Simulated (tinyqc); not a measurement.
Strain-driven crossing of the Gamma and L valleys in a germanium-like crystal: sweeps and comparisons. A value that a table varies takes the place of the one given here.

Biaxial loads: e0 is the in-plane strain e_par and the normal is free. (001): e_perp = -2 (C12/C11) e_par; exx = eyy = e_par, ezz = e_perp, no shear. (111): e_perp = -(2 C11 + 4 C12 - 4 C44)/(C11 + 2 C12 + 4 C44) e_par; exx = eyy = ezz = (2 e_par + e_perp)/3 and exy = eyz = ezx = (e_perp - e_par)/3. (110): e_perp = -(C11 + 3 C12 - 2 C44)/(C11 + C12 + 2 C44) e_par; exx = eyy = (e_par + e_perp)/2, ezz = e_par, exy = (e_perp - e_par)/2, eyz = ezx = 0. Uniaxial loads: a stress along n, scaled so that n.e.n = e0, with exx = s11 sxx + s12 (syy + szz), exy = s44 sxy/2, s11 = (C11 + C12)/((C11 - C12)(C11 + 2 C12)), s12 = -C12/((C11 - C12)(C11 + 2 C12)), s44 = 1/C44.

Edges from the unstrained valence top: Gamma at Eg + ac tr(e); an L valley with unit axis u at EgL + aL tr(e) + XuL (u.e.u - tr(e)/3), u along [111], [1-1-1], [-11-1], [-1-11]; valence edges are the levels of the 6 x 6 matrix of X, Y, Z times spin with -Dso/3 + l exx + m (eyy + ezz) on the diagonal (cyclic), n exy off it, l = av + 2 b, m = av - b, n = sqrt(3) d. Spin-orbit term (Dso/3) L.sigma on X, Y, Z with (L_k)_ij = -i epsilon_kij: <X+|H|Y+> = -i Dso/3, <X+|H|Z-> = Dso/3, <Y+|H|Z-> = -i Dso/3, <Z+|H|X-> = -Dso/3, <Z+|H|Y-> = i Dso/3, <X-|H|Y-> = i Dso/3, and their conjugates; + and - are the spin along z.

Constants: kB = 8.617333262e-05 eV/K.

Inputs chosen for the exercise (near those of Ge, gaps at low temperature; shifted at random, so the results belong to these values and not to a real crystal):
```
symbol  value          unit  meaning
Eg      0.901          eV    gap at Gamma to the s-like level
EgL     0.75           eV    gap to L
Dso     0.289          eV    spin-orbit splitting
ac      -8.28          eV    conduction deformation potential
av      1.23           eV    valence hydrostatic potential
b       -2.58          eV    tetragonal shear potential
d       -5.27          eV    trigonal shear potential
aL      -1.41          eV    hydrostatic potential of the L edge, Xd + Xu/3
XuL     16.74          eV    uniaxial potential, L
C11     129.7          GPa
C12     48.8           GPa
C44     67.2           GPa
load    biaxial (001)        kind of strain
mG      0.0423         m0    mass at Gamma
mL      0.551          m0    density-of-states mass of the four L valleys together
T       200            K     temperature
e0      0.0126               size of the strain
```

## Which strain makes the gap direct

For tension the difference Gamma minus lowest L is linear in e0; slope per 1 % and the e0 at which it vanishes (a dash: no crossing below 15 %), with the gap there.

Results:
```
load            slope (meV per 1 %)  crossing e0 (%)  gap at the crossing (eV)
biaxial (001)                 -85.7             1.76                     0.581
biaxial (110)                 -25.2             5.99                    -0.414
biaxial (111)                  41.7                -                         -
uniaxial [100]                -31.1             4.85                     0.533
uniaxial [111]                 -4.0                -                         -
uniaxial [110]                 15.6                -                         -
```

The smallest strain is needed for biaxial (001) (1.76 %), then uniaxial [100] (4.85 %). No crossing below 15 % is found for biaxial (111), uniaxial [111] and uniaxial [110]: shear splits the L valleys and pulls the lowest down nearly as fast as, or faster than, Gamma. Loads without off-diagonal strain, (001) and [100], gain (ac - aL) tr(e) = -69 meV per 1 % of volume. Crossings beyond about 3 % are sensitive to second-order terms, left out here. For uniaxial [111] the slope is a near cancellation, so terms beyond this linear model decide. A gap at or below zero marks a crossing beyond the range of this linear model.

## Sweep of a biaxial (001) strain

The valence splitting is the distance of the top two edges. Share in Gamma = mG^(3/2)/(mG^(3/2) + (mL^(3/2)/4) sum_i exp(-(E_Li - E_Gamma)/kT)).

Results:
```
e0 (%)  direct gap (eV)  indirect gap (eV)  Gamma - L (meV)  valence splitting (meV)  share in Gamma (%)
0.00              0.901              0.750              151                        0            0.000333
0.34              0.844              0.722              122                       32             0.00181
0.69              0.782              0.690               92                       68              0.0103
1.03              0.720              0.657               63                      106              0.0558
1.37              0.656              0.622               34                      145               0.302
1.71              0.591              0.586                4                      185                1.62
2.06              0.522              0.548              -26                      227                8.56
2.40              0.455              0.510              -55                      269                33.7
```

Gamma drops below the lowest L valley between e0 = 1.71 and 2.06 %. The direct gap goes from 0.901 to 0.455 eV; of that change -0.161 eV comes from the rise of the valence top through the shear terms and the rest from the volume. The share in Gamma goes from 0.000333 to 33.7 %.

## What each parameter does

Direct gap, Gamma minus the lowest L edge and the valence splitting. Each row changes one parameter from the base and keeps the others.

Results:
```
case              direct gap (eV)  Gamma - L (meV)  valence splitting (meV)
base                       0.6767             43.0                    131.8
ac = -9.522 eV             0.6572             23.5                    131.8
d = -6.0605 eV             0.6767             43.0                    131.8
av = 1.4145 eV             0.6738             43.0                    131.8
b = -2.193 eV              0.6897             43.0                    110.2
Dso = 0.24565 eV           0.6744             43.0                    134.1
e0 = 0.01449               0.6408             26.8                    153.8
C44 = 57.12 GPa            0.6767             43.0                    131.8
```

The largest shifts from the base row, up to three for each result and ties (the steps differ in size, so this ranks the rows, not the parameters). direct gap (eV): e0 -0.0359, ac -0.0195, b +0.0130; unchanged at the printed digits by d and C44. Gamma - L (meV): ac -19.5, e0 -16.2; unchanged at the printed digits by d, av, b, Dso and C44. valence splitting (meV): e0 +22.0, b -21.6, Dso +2.3; unchanged at the printed digits by ac, d, av and C44.

(tinyqc, `OMP_NUM_THREADS=1 python tinyqc.py 1050451 1050452 out.jsonl`, Intel(R) Xeon(R) Processor @ 2.30GHz, 1 thread, shared host, about 0.01 s.)
